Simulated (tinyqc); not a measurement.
Donor or exciton in a quantum well (variational effective-mass method): one step, computed by the program tinyqc.

H = -nabla^2 - 2/|r - r_i| + V(z) in effective units; trial function psi = f(z) exp(-|r - r_i|/lambda), f the ground state of the well. Mass and screening are the same in well and barrier; l = L/a* is the width in effective units. Bands are flat: no polarisation or applied field.

Task: The subband. k = pi/l; f = cos(k z) inside and zero outside; subband energy k^2 Ry*.

Inputs (values chosen for the exercise, for a model semiconductor): electron mass m = 0.238 m_0; well width L = 3.9 nm.

Centre: donor. Barriers: infinite.

l = 2.009214

Ry* = 42.48828 meV

Give: k; subband energy.

Result:

k = 1.564 1/a*

subband energy = 103.9 meV

Caution: so narrow a well has large confinement energy, where non-parabolicity and barrier penetration matter.
